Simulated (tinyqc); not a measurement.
# Hexagonal on-chip spiral inductor, lumped pi model, step by step

Program tinyqc, `OMP_NUM_THREADS=1 python tinyqc.py 2302236 2302237 out.jsonl`; Intel Xeon 2.30GHz, shared host, one thread, about 0.01 s. Printed values are rounded.

Outer diameter do = di + 2 n wd + 2 (n - 1) sp, mean da = (do + di)/2, fill p = (do - di)/(do + di), length l = 3.464 n da. L = 2.33 mu0 n^2 da/(1 + 3.82 p), mu0 = 4 pi 1e-7 H/m. Rs = rho l/(wd delta (1 - exp(-th/delta))), delta = sqrt(rho/(pi f mu0)). Cs = n wd^2 eps0 eo/hu across the coil. At each end Cox = l wd eps0 eo/(2 ho) leads to the substrate branch Rsi = 2 rs he/(l wd) in parallel with Csi = l wd eps0 11.7/(2 he). With one end grounded Y = 1/(Rs + i w L) + i w Cs + 1/[1/(i w Cox) + 1/(1/Rsi + i w Csi)], w = 2 pi f; Q = -Im Y/Re Y. Eddy currents in neighbouring turns and in the substrate are left out.

Parameters, values chosen for the exercise; values of the order met in silicon radio-frequency processes:

| symbol | value | unit | meaning |
|---|---|---|---|
| n | 1.5 |  | number of turns |
| wd | 20 | um | line width |
| sp | 1.5 | um | space between turns |
| di | 100 | um | inner diameter |
| th | 0.9 | um | metal thickness |
| rho | 3 | uohm cm | metal resistivity |
| ho | 8.9 | um | oxide below the coil |
| hu | 0.7 | um | oxide between coil and underpass |
| eo | 4.1 |  | relative permittivity of the oxide |
| rs | 1000 | ohm cm | substrate resistivity |
| he | 80 | um | effective spreading depth in the substrate |
| f | 1.3 | GHz | frequency |

Constants: eps0 = 8.8541878128e-12 F/m. Results are converted to the units shown.

## Geometry and model elements

do, l, L, delta, Rs, Cs, Cox, Rsi and Csi as defined.

do = 161.5 um
l = 679.377 um
L = 0.453736 nH
delta = 2.41774 um
Rs = 1.35609 ohm
Cs = 31.1161 fF
Cox = 27.7111 fF
Rsi = 1.17755e5 ohm
Csi = 8.79742 fF

Rs is 1.20 times the direct-current value in this empirical form, which overstates the skin effect of a flat slab when delta is near th and so stands in for some current crowding.

## Admittance, quality factor and apparent inductance

Series branch 1/(Rs + i w L), substrate branch, total Y, Q = -Im Y/Re Y, apparent inductance Im(1/Y)/w, metal-only value w L/Rs, share of the loss in the substrate Re(substrate branch)/Re Y.

series branch = 87.070-237.961i mS
substrate branch = 0.0048886+0.0546821i mS
Y = 87.074-237.652i mS
Q = 2.72930
apparent inductance = 0.454181 nH
w L/Rs = 2.73300
share of the loss in the substrate = 0.00561432 %

Q is 99.9 % of the metal-only value.
